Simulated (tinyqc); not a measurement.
Two-dimensional dopant profile at a mask edge: lateral junction, overlap and effective channel length: one step, computed by the program tinyqc. Command: `OMP_NUM_THREADS=1 python tinyqc.py 3030230 3030231 out.jsonl lateral walk`. One thread of a shared host (Intel(R) Xeon(R) Processor @ 2.30GHz), about 0.02 s of CPU time with the checks.

Ions enter for y < 0; the mask (spacer, then gate) covers y > 0. x is the depth. The surface reflects dopant during the anneal.

Task: Widths and vertical profile. Widths s_x^2 = (vertical straggle)^2 + 2 D t, s_y^2 = (lateral straggle)^2 + 2 D t. C(x, y) = V(x) (1/2) erfc(y/(sqrt2 s_y)), V(x) = Q/(sqrt(2 pi) s_x) [exp(-(x - R_p)^2/(2 s_x^2)) + exp(-(x + R_p)^2/(2 s_x^2))]; 1 nm = 1e-7 cm. The vertical junction far from the mask solves V(x) = C_B.

Inputs (values chosen for the exercise, modelled on a source-drain extension in silicon): dose Q = 3.5e+14 1/cm^2; projected range R_p = 53 nm; vertical straggle = 18 nm; lateral straggle = 26 nm; anneal budget D t = 1.1e-11 cm^2; channel doping C_B = 1.2e+17 1/cm^3.

Give: s_x; s_y; V at the surface; V at R_p; vertical junction x_j.

Result:

s_x = 50.24 nm

s_y = 53.63 nm

V at the surface = 3.186e+19 1/cm^3

V at R_p = 3.079e+19 1/cm^3

vertical junction x_j = 218.8 nm
